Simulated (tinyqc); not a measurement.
Worked calculation: plane-wave Kohn-Sham cycle with exchange-only LDA in a layered model solid. Computed by tinyqc, a small Python program that keeps every step. Settings: points = 16, plane-wave index or count = 2, electrons = 2, k points = 1, area = 36.0, mixing = 0.3, iteration cap = 71, Kerker q0 = 1.3. Command: `OMP_NUM_THREADS=1 python tinyqc.py 22993 22994 out.jsonl` (the two numbers bound the seeds that draw the settings). One thread of a shared host (Intel(R) Xeon(R) Processor @ 2.60GHz), about 0.03 s of CPU time with the checks. Later iterations appear only in the table of the cycle.

## Iteration 1: potential

A solid whose potential varies along x alone (atomic units):
```
parameter                      value
period a                    8.700000
cross-section of the cell  36.000000
electrons per cell                 2
grid points                       16
plane waves -n..n, n               2
k points                           1
V1 in V1 cos(2 pi x/a)     -0.780000
V2 in V2 cos(4 pi x/a)     -0.040000
```

density at the start, on the grid x_j = j a/N (e/bohr^3): 0.00638570  0.00638570  0.00638570  0.00638570  0.00638570  0.00638570  0.00638570  0.00638570  0.00638570  0.00638570  0.00638570  0.00638570  0.00638570  0.00638570  0.00638570  0.00638570

V_H(G) = 4 pi rho(G)/G^2 for G != 0 (uniform background); v_x = -(3 rho/pi)^(1/3); V = V_ext + V_H + v_x; Fourier components f(G_m) = (1/N) sum_j f(x_j) exp(-i G_m x_j).

Potentials on the grid (hartree):
```
x             V_ext       V_H        v_x          V
0.000000  -0.820000  0.000000  -0.182695  -1.002695
0.543750  -0.748910  0.000000  -0.182695  -0.931605
1.087500  -0.551543  0.000000  -0.182695  -0.734238
1.631250  -0.270209  0.000000  -0.182695  -0.452904
2.175000   0.040000  0.000000  -0.182695  -0.142695
2.718750   0.326777  0.000000  -0.182695   0.144082
3.262500   0.551543  0.000000  -0.182695   0.368848
3.806250   0.692342  0.000000  -0.182695   0.509647
4.350000   0.740000  0.000000  -0.182695   0.557305
4.893750   0.692342  0.000000  -0.182695   0.509647
5.437500   0.551543  0.000000  -0.182695   0.368848
5.981250   0.326777  0.000000  -0.182695   0.144082
6.525000   0.040000  0.000000  -0.182695  -0.142695
7.068750  -0.270209  0.000000  -0.182695  -0.452904
7.612500  -0.551543  0.000000  -0.182695  -0.734238
8.156250  -0.748910  0.000000  -0.182695  -0.931605
```

V(G_m), m = 0, 1, 2, ... (hartree): -0.182695  -0.390000  -0.020000  0.000000  0.000000

## Iteration 1: Hamiltonian at one k

k = 0.000000 2 pi / a

H(m,m') = (k + G_m)^2/2 delta + V(G_m - G_m'), with V(-G) = V(G).

H (hartree):
```
           -2         -1         +0         +1         +2
-2   0.860466  -0.390000  -0.020000   0.000000   0.000000
-1  -0.390000   0.078095  -0.390000  -0.020000   0.000000
+0  -0.020000  -0.390000  -0.182695  -0.390000  -0.020000
+1   0.000000  -0.020000  -0.390000   0.078095  -0.390000
+2   0.000000   0.000000  -0.020000  -0.390000   0.860466
```

## Iteration 1: levels at that k

Diagonalise the Hermitian matrix.

eigenvalues (hartree): -0.675315  -0.066065  0.359479  1.024626  1.051702

## Iteration 1: new density

Motion across x is left out: the lowest 1 band(s) hold two electrons at each of the k points (j + 1/2)/nk - 1/2. Residual R = rho(out) - rho(in); rho(new) = rho(in) + 0.3 R, with R(G) scaled by G^2/(G^2 + 1.3^2) (Kerker). rho(out) = 2/(a A nk) sum |psi|^2 with psi = sum c exp(i G x). Harris energy E = band energy - dV sum rho (V_H/2 + v_x) + (3/4) dV sum rho v_x with rho(in), dV = a A/N, band energy = (2/nk) sum of the filled levels.

rho(out) (e/bohr^3): 0.02331491  0.01993230  0.01231388  0.00530606  0.00150564  0.00027539  0.00004950  0.00002903  0.00003260  0.00002903  0.00004950  0.00027539  0.00150564  0.00530606  0.01231388  0.01993230

density after iteration 1 (e/bohr^3): 0.00832529  0.00777075  0.00661139  0.00576233  0.00559395  0.00581738  0.00605821  0.00619232  0.00623318  0.00619232  0.00605821  0.00581738  0.00559395  0.00576233  0.00661139  0.00777075

energy per cell = -1.25928313 hartree

## Iteration 2: potential

As before.

Potentials on the grid (hartree):
```
x             V_ext        V_H        v_x          V
0.000000  -0.820000   0.023342  -0.199583  -0.996241
0.543750  -0.748910   0.019920  -0.195049  -0.924040
1.087500  -0.551543   0.011546  -0.184822  -0.724820
1.631250  -0.270209   0.002227  -0.176545  -0.444527
2.175000   0.040000  -0.004999  -0.174809  -0.139808
2.718750   0.326777  -0.009405  -0.177106   0.140267
3.262500   0.551543  -0.011699  -0.179517   0.360327
3.806250   0.692342  -0.012742  -0.180832   0.498768
4.350000   0.740000  -0.013038  -0.181229   0.545733
4.893750   0.692342  -0.012742  -0.180832   0.498768
5.437500   0.551543  -0.011699  -0.179517   0.360327
5.981250   0.326777  -0.009405  -0.177106   0.140267
6.525000   0.040000  -0.004999  -0.174809  -0.139808
7.068750  -0.270209   0.002227  -0.176545  -0.444527
7.612500  -0.551543   0.011546  -0.184822  -0.724820
8.156250  -0.748910   0.019920  -0.195049  -0.924040
```

V(G_m), m = 0, 1, 2, ... (hartree): -0.182386  -0.384575  -0.021377  -0.000985  -0.000071

## Iteration 2: Hamiltonian at one k

k = 0.000000 2 pi / a

As before.

H (hartree):
```
           -2         -1         +0         +1         +2
-2   0.860775  -0.384575  -0.021377  -0.000985  -0.000071
-1  -0.384575   0.078404  -0.384575  -0.021377  -0.000985
+0  -0.021377  -0.384575  -0.182386  -0.384575  -0.021377
+1  -0.000985  -0.021377  -0.384575   0.078404  -0.384575
+2  -0.000071  -0.000985  -0.021377  -0.384575   0.860775
```

## Iteration 2: levels at that k

As before.

eigenvalues (hartree): -0.667705  -0.060007  0.356597  1.020634  1.046454

## Iteration 2: new density

As before.

rho(out) (e/bohr^3): 0.02329800  0.01992085  0.01231342  0.00531267  0.00151229  0.00027901  0.00005113  0.00003025  0.00003387  0.00003025  0.00005113  0.00027901  0.00151229  0.00531267  0.01231342  0.01992085

density after iteration 2 (e/bohr^3): 0.00998690  0.00898092  0.00686538  0.00528648  0.00493022  0.00530077  0.00572812  0.00597462  0.00605124  0.00597462  0.00572812  0.00530077  0.00493022  0.00528648  0.00686538  0.00898092

energy per cell = -1.24507251 hartree

## Convergence

Stop when sqrt(dV sum R^2) is below 1e-8, dV = a A/N.

Course of the cycle:
```
iteration  E (hartree)  norm of the residual
1          -1.25928313              1.43e-01
2          -1.24507251              1.30e-01
3          -1.23150936              1.19e-01
4          -1.21922364              1.08e-01
5          -1.20837154              9.94e-02
6          -1.19892167              9.12e-02
7          -1.19076714              8.39e-02
8          -1.18377452              7.73e-02
9          -1.17780636              7.13e-02
10         -1.17273159              6.59e-02
11         -1.16843015              6.09e-02
...                ...                   ...
61         -1.14737536              1.39e-03
62         -1.14738009              1.29e-03
63         -1.14738437              1.20e-03
64         -1.14738822              1.11e-03
65         -1.14739169              1.03e-03
66         -1.14739480              9.56e-04
67         -1.14739759              8.88e-04
68         -1.14740009              8.24e-04
69         -1.14740232              7.65e-04
70         -1.14740432              7.10e-04
71         -1.14740609              6.59e-04
```

Not converged within 71 iterations: the residual falls steadily but slowly, by a factor of about 0.93 a step. Reruns (cap 100 unless said): mixing 0.1: not converged; mixing 0.5, Kerker q0 1.0: converged in 88 (E = -1.14742); mixing 0.3, Pulay depth 5: converged in 10 (E = -1.14742); the original settings with a cap of 400: converged in 222 (E = -1.14742).
